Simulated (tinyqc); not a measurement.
Propagation of a band-gap error through k.p and effective-mass formulas, step by step. Values are carried at full precision from step to step, so a last printed digit may differ when a step is redone from the rounded ones.

Chain, for a gap E (the reference Eg or another value), with Ep and Dso kept: 1/me = 1 + Ep (E + 2 Dso/3)/(E (E + Dso)); g* = 2 - 2 Ep Dso/(3 E (E + Dso)); g1(E) = g1 + (Ep/3)(1/E - 1/Eg), g2(E) = g2 + (Ep/6)(1/E - 1/Eg), light hole 1/(g1 + 2 g2), heavy hole 1/(g1 - 2 g2) along [100]; optical constant ei(E) = 1 + (ei - 1)(EP/(EP + E - Eg))^2, static e0(E) = ei(E) + e0 - ei.

Constants: Ry = 13.60569312 eV; a0 (Bohr radius) = 0.5291772105 angstrom; kB = 8.617333262e-05 eV/K; hbar^2/2m0 = 3.80998211 eV angstrom^2.

Inputs chosen for the exercise (reference values near those of GaSb, gap at low temperature; shifted at random, so the results belong to these values and not to a real crystal): Eg = 0.824 eV (gap at Gamma to the s-like level); Dso = 0.75 eV (spin-orbit splitting); Ep = 27.3 eV (Kane energy); g1 = 13.37 (Luttinger gamma1); g2 = 4.71 (gamma2); e0 = 15.47 (static dielectric constant); ei = 14.54 (optical dielectric constant); EP = 3.95 eV (mean (Penn) gap); Eg2 = 0.363 eV (a wrong gap); mh = 0.39 m0 (density-of-states mass of the holes); T = 77 K (temperature); k = 0.011 1/angstrom (wave vector).

## Masses, g factor and screening for both gaps

Evaluate the chain at Eg and at Eg2.

Band values at the two gaps:

| quantity | at Eg | at Eg2 | ratio |
|---|---|---|---|
| me | 0.03464 | 0.01686 | 0.487 |
| g* | -8.524 | -31.79 | - |
| g1 | 13.37 | 27.40 | 2.049 |
| g2 | 4.710 | 11.72 | 2.489 |
| light hole | 0.04388 | 0.01967 | 0.448 |
| heavy hole | 0.2532 | 0.2532 | 1.000 |
| ei | 14.54 | 18.35 | 1.262 |
| e0 | 15.47 | 19.28 | 1.247 |

The gap is off by a factor of 0.44; the electron mass follows with 0.49 and the light hole with 0.45, while the heavy hole, which does not couple to the conduction level, keeps its value. The optical constant changes less, by +26 %, as it answers to the mean gap, which shifts by the same -0.46 eV on a base of 3.95 eV. g* moves by -23.26; remote bands, left out here, shift it by tenths or, where it is large, by some per cent.

## Binding energies and densities for both gaps

Donor: R = Ry me/e0^2, a_B = a0 e0/me, Mott density (0.26/a_B)^3. Nc, Nv = 2 (m kT/(4 pi c))^(3/2), c = hbar^2/2m0, ni = sqrt(Nc Nv) exp(-E/2kT). Exciton: Ry mu/e0^2 with 1/mu = 1/me + g1(E). 1 angstrom^-3 = 1e24 cm^-3.

Use the values of the table.

Results:

| quantity | at Eg | at Eg2 | ratio |
|---|---|---|---|
| R (meV) | 1.969 | 0.6168 | 0.313 |
| a_B (angstrom) | 236.3 | 605.3 | 2.56 |
| Mott density (cm^-3) | 1.332e+15 | 7.925e+13 | 0.0595 |
| Nc (cm^-3) | 2.104e+16 | 7.143e+15 | 0.340 |
| ni (cm^-3) | 1.398e-10 | 9.944e+04 | 7.11e+14 |
| exciton (meV) | 1.346 | 0.4219 | 0.313 |

Power laws carry the error on: the donor energy (me/e0^2) by a factor of 0.313, the Mott density (cube of me/e0) by 0.0595. ni, with its exponential, changes by a factor of 7.11e+14, that is 14.9 decades.

## A scissor shift and what it does not mend

A rigid shift D = Eg - Eg2 of the conduction band restores the gap but leaves the curvature, so the mass stays me(Eg2); redoing the sum 1/m = 1 + Ep (E + 2 Dso/3)/(E (E + Dso)) with E = Eg and the same Ep gives another mass. For optics, eps2 at the edge goes as |p|^2/E^2: a rigid shift keeps the dipole elements p/E, while shifting the energies under unchanged p scales eps2 by (Eg2/Eg)^2.

shift D = 0.461 eV
mass under a rigid shift = 0.0169 m0
mass from the sum with the corrected gap = 0.0346 m0
factor on eps2 if p is left unscaled = 0.194

The rigid shift leaves the mass off by a factor of 0.49. The mass from the corrected gap is the reference me(Eg) here, because the exercise keeps Ep fixed; a real correction of the gap depends on k and changes Ep as well.

## Far from the edge the relative error shrinks

Two-level dispersion E(k) = sqrt(E^2/4 + Ep c k^2) - E/2 at k/4, k, 4k for both gaps, c = hbar^2/2m0.

Energies above the edge:

| k (1/angstrom) | at Eg (eV) | at Eg2 (eV) | ratio |
|---|---|---|---|
| 0.00275 | 0.0010 | 0.0022 | 2.259 |
| 0.01100 | 0.0150 | 0.0319 | 2.125 |
| 0.04400 | 0.1972 | 0.3026 | 1.534 |

The ratio tends to Eg/Eg2 = 2.27 at k = 0 and goes from 2.259 to 1.534: at large k both curves approach the same slope sqrt(Ep c), while their distance in eV grows towards |Eg - Eg2|/2.

## Checks

- Chain at E = Eg against the inputs g1, g2, ei, e0: they agree to 1e-10 or better.

Program tinyqc; command `OMP_NUM_THREADS=1 python tinyqc.py 1880362 1880363 out.jsonl`; about 0.01 s on one thread of a shared Intel(R) Xeon(R) Processor @ 2.30GHz.
